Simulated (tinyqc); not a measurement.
Comparisons within one model: Weaire-Thorpe hybrids on a Bethe lattice: gap and dangling bond of an amorphous tetrahedral solid. A value that a table varies takes the place of the one given here.

Four sp3 hybrids an atom at energy 0, coupled by -V1 on the atom and by -V2 along a bond; the bonds form a tree (no rings). For any network the gap runs at least from -V2 + V1 to V2 - 3 V1, and p-like states pile up at -V2 + V1 and V2 + V1. On the tree the gap is wider: it ends at Ec = -V1 + sqrt(V2^2 + 4 V1^2 - 2 sqrt3 V1 V2), which makes it well wider than the gaps of the real glasses. A branch seen from a hybrid has the self-energy S = V2^2 g, where g is the Green function of the hybrid across the bond, whose three partners carry S themselves. With a = z - V1, b = a - S: g = 1/(a + V1 b/(b + 3 V1)), z = E + i eta. A full atom has G = (1/b)(b + 3 V1)/(b + 4 V1) per hybrid; a dangling hybrid with shift dh has G = 1/(1/g - dh).

Inputs chosen for the exercise (of the size of tabulated hybrid energies for tetrahedral carbon; not measured data):

| symbol | value | unit | meaning |
|---|---|---|---|
| V1 | 2.04 | eV | coupling of two hybrids on one atom |
| V2 | 10.61 | eV | coupling of the two hybrids of a bond |
| eta | 0.02 | eV | broadening |
| dh | 0.39 | eV | shift of the dangling hybrid (rehybridisation) |
| VH | 4.66 | eV | coupling to a hydrogen atom |
| eH | -3.54 | eV | hydrogen level |
| E1s | -9.8 | eV | first energy |
| dE | 1.36 | eV | step |

## Bulk, dangling and hydrogenated hybrids across the gap

edges (eV): Ev -8.57000, Ec(bound) 4.49000, Ec(tree) 5.32479

Thirteen energies E1s + j dE. With hydrogen the hybrid gains the self-energy VH^2/(z - eH) and dh = 0.

Density per hybrid (1/eV):

| E (eV) | bulk | dangling | with hydrogen |
|---|---|---|---|
| -9.80 | 0.0270 | 0.0040 | 0.0075 |
| -8.44 | 0.0922 | 0.0001 | 0.0005 |
| -7.08 | 0.0008 | 0.0001 | 0.0044 |
| -5.72 | 0.0002 | 0.0002 | 0.0031 |
| -4.36 | 0.0001 | 0.0003 | 0.0005 |
| -3.00 | 0.0001 | 0.0005 | 0.0003 |
| -1.64 | 0.0001 | 0.0014 | 0.0003 |
| -0.28 | 0.0001 | 0.0144 | 0.0004 |
| 1.08 | 0.0001 | 0.0105 | 0.0011 |
| 2.44 | 0.0001 | 0.0013 | 0.0171 |
| 3.80 | 0.0001 | 0.0005 | 0.0045 |
| 5.16 | 0.0008 | 0.0005 | 0.0011 |
| 6.52 | 0.0310 | 0.0119 | 0.0191 |

Between Ev = -8.57 and Ec = 5.32 eV the bulk density is a broadening tail (least 0.0001). The dangling hybrid reaches 0.014 at -0.28 eV among these rows; its level lies at 0.346 eV, and the peak there, of width eta, is far higher unless a row falls on it. With hydrogen the largest value on the rows inside the gap, more than 0.05 eV from an edge, is 0.0171, and 1/g = VH^2/(E - eH) still has roots in this wide gap, at -6.459 and 2.899 eV.

## Level against rehybridisation

Root of 1/g(E) = dh for eta = 0 in the gap of the tree, between Ev = -V2 + V1 and Ec; a dash: none. A flatter atom makes the hybrid more p-like (dh > 0, up to V1), a more pyramidal one more s-like (dh < 0).

Level:

| dh (eV) | E (eV) | above Ev (eV) | weight |
|---|---|---|---|
| -3.0 | -2.6793 | 5.8907 | 0.890 |
| -2.5 | -2.2337 | 6.3363 | 0.893 |
| -2.0 | -1.7869 | 6.7831 | 0.894 |
| -1.5 | -1.3395 | 7.2305 | 0.895 |
| -1.0 | -0.8921 | 7.6779 | 0.894 |
| -0.5 | -0.4454 | 8.1246 | 0.892 |
| 0.0 | 0.0000 | 8.5700 | 0.889 |
| 0.5 | 0.4434 | 9.0134 | 0.884 |
| 1.0 | 0.8840 | 9.4540 | 0.878 |

A level exists for 9 of the 9 rows, from dh = -3 (5.891 eV above Ev) to 1 (9.454 eV); the gap of the tree is 13.895 eV. Its slope dE/d(dh) is the weight, largest at dh = -1.5 (0.89). A level that rises as the atom flattens is why an emptied dangling bond relaxes flat and a doubly filled one pyramidal.

## Stretching the bonds

V2 is scaled as (d0/d)^2 and V1 stays. Bound 2 V2 - 4 V1; tree V2 - 2 V1 + sqrt(V2^2 + 4 V1^2 - 2 sqrt3 V1 V2); a negative bound means that a network with rings may have no gap.

Against d/d0:

| d/d0 | V2 (eV) | V2/V1 | bound (eV) | tree (eV) |
|---|---|---|---|---|
| 0.96 | 11.513 | 5.643 | 14.865 | 15.668 |
| 0.98 | 11.047 | 5.415 | 13.935 | 14.754 |
| 1.00 | 10.610 | 5.201 | 13.060 | 13.895 |
| 1.02 | 10.198 | 4.999 | 12.236 | 13.088 |
| 1.04 | 9.810 | 4.809 | 11.459 | 12.329 |
| 1.07 | 9.267 | 4.543 | 10.374 | 11.273 |
| 1.10 | 8.769 | 4.298 | 9.377 | 10.307 |
| 1.15 | 8.023 | 3.933 | 7.885 | 8.874 |

The bound falls by 425 meV for each per cent of stretch near d0 and vanishes at d/d0 = 1.613, beyond the table. Weak, stretched bonds therefore put states closest to the edges, one origin of band tails.

## What each parameter does

Ev = -V2 + V1, conduction edge of the tree -V1 + sqrt(V2^2 + 4 V1^2 - 2 sqrt3 V1 V2), and the level that solves 1/g(E) = dh for eta = 0. Each row changes one parameter from the base and keeps the others.

Results:

| case | Ev (eV) | Ec (eV) | level (eV) | weight |
|---|---|---|---|---|
| base | -8.5700 | 5.3248 | 0.3461 | 0.885 |
| V1 = 1.96 eV | -8.6500 | 5.5167 | 0.3495 | 0.894 |
| V2 = 10.76 eV | -8.7200 | 5.4690 | 0.3473 | 0.889 |
| dh = 0.29 eV | -8.5700 | 5.3248 | 0.2575 | 0.886 |

The largest shifts from the base row, up to three for each result and ties (the steps differ in size, so this ranks the rows, not the parameters). Ev (eV): V2 -0.1500, V1 -0.0800; unchanged at the printed digits by dh. Ec (eV): V1 +0.1919, V2 +0.1442; unchanged at the printed digits by dh. level (eV): dh -0.0886, V1 +0.0034, V2 +0.0012. weight: V1 +0.009, V2 +0.003, dh +0.001.

tinyqc: `OMP_NUM_THREADS=1 python tinyqc.py 1451734 1451735 out.jsonl`; about 0.02 s, one thread, shared Intel(R) Xeon(R) Processor @ 2.30GHz.
